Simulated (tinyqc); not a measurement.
Band bending at a free surface with a continuum of surface states, surface photovoltage and Kelvin probe: one step of the calculation.

n-type bulk, xi = Ec - EF = Vt ln(Nc/Nd), p0 = ni^2/Nd, ni = sqrt(Nc Nv) exp(-Eg/(2 Vt)), Eg in volts. b is the upward band bending, u = b/Vt. Space charge per area, in units of q: Qc = sign(b) sqrt((2 eps0 eps_r Vt/q) [(Nd + dn)(exp(-u) - 1) + Nd u + (p0 + dn)(exp(u) - 1)]), with dn the excess density under light (flat quasi-Fermi levels; 0 in the dark). The states hold -Ds (E0 - xi - b): negative while the Fermi level lies above the neutrality level. Neutrality: Qc + Qf + (charge of the states) = 0.

Task. Surface photovoltage. Under chopped light the surface charge keeps its dark value, so b falls to bL with Qc(bL, dn) = Qc(b, 0); the photovoltage is b - bL. Qc rises with b, so bL follows by bisection.

Values chosen for this exercise; band and dielectric values those of a made-up semiconductor:
- T = 300 K (temperature)
- Eg = 1.1 eV (band gap)
- eps_r = 16.1 (relative permittivity)
- Nc = 3.93e17 cm^-3 (conduction-band density of states at T)
- Nv = 1.17e19 cm^-3 (valence-band density of states at T)
- Nd = 2.2e15 cm^-3 (donor density)
- dn = 9.7e10 cm^-3 (excess carrier density under light)

Constants: q = 1.602176634e-19 C, kB = 1.380649e-23 J/K, Vt = kB T/q, eps0 = 8.8541878128e-14 F/cm where lengths are in cm. Results are converted to the units shown.

converged b = 0.17177467 V

Wanted: bL; photovoltage; share of b removed; excess holes at the surface, dn exp(bL/Vt).

Result.

bL = 0.17093 V
photovoltage = 0.84667 mV
share of b removed = 0.49289 %
excess holes at the surface, dn exp(bL/Vt) = 7.2150e13 cm^-3

tinyqc, about 0.01 s, one thread, Intel Xeon 2.30GHz (shared host): `OMP_NUM_THREADS=1 python tinyqc.py 2430162 2430163 out.jsonl`
